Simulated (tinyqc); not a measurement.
Swing curve: thickness of the top film: thin-film optics by transfer matrices.

Indices N = n + i k. Snell: N0 sin(theta) = N_j sin(theta_j), with Im(N_j cos theta_j) >= 0. Admittance y_j = N_j cos theta_j for s and N_j/cos theta_j for p. Phase delta_j = 2 pi N_j cos theta_j d_j/lambda. Layer matrix [[cos delta, -i sin delta/y], [-i y sin delta, cos delta]], multiplied from the top down to M. (B, C) = M (1, y_sub); r = (y0 B - C)/(y0 B + C), R = |r|^2, T = 4 Re y0 Re y_sub/|y0 B + C|^2, absorbed in the films 1 - R - T.

Parameters, chosen for this exercise (indices near those of resist on Al; not measured data): lam = 633 nm (vacuum wavelength); n0 = 1 (ambient index); n = (1.618, 1.386) (n of resist, substrate); k = (0, 7.415) (k in the same order); d = (114) nm (thicknesses, top first); theta = 45 degrees (angle of incidence); pol = p (polarisation).

The first entry of d takes the values listed.

Stack:
```
d_1 (nm)       R       T  absorbed
114.0     0.8166  0.1834    0.0000
150.2     0.8521  0.1479    0.0000
186.5     0.8741  0.1259    0.0000
222.7     0.8720  0.1280    0.0000
259.0     0.8461  0.1539    0.0000
295.2     0.8121  0.1879    0.0000
331.5     0.8166  0.1834    0.0000
367.7     0.8521  0.1479    0.0000
404.0     0.8741  0.1259    0.0000
440.2     0.8720  0.1280    0.0000
476.5     0.8461  0.1539    0.0000
512.7     0.8121  0.1879    0.0000
549.0     0.8167  0.1833    0.0000
```

R swings between 0.8121 and 0.8741 on these points. The period is lambda/(2 Re(N_1 cos theta_1)) = 217.5 nm, six rows. The film does not absorb, so the swing repeats exactly. The swing ratio (max - min)/mean is 0.07.

Program tinyqc; command `OMP_NUM_THREADS=1 python tinyqc.py 1651475 1651476 out.jsonl`; about 0.02 s on one thread of a shared Intel(R) Xeon(R) Processor @ 2.30GHz.
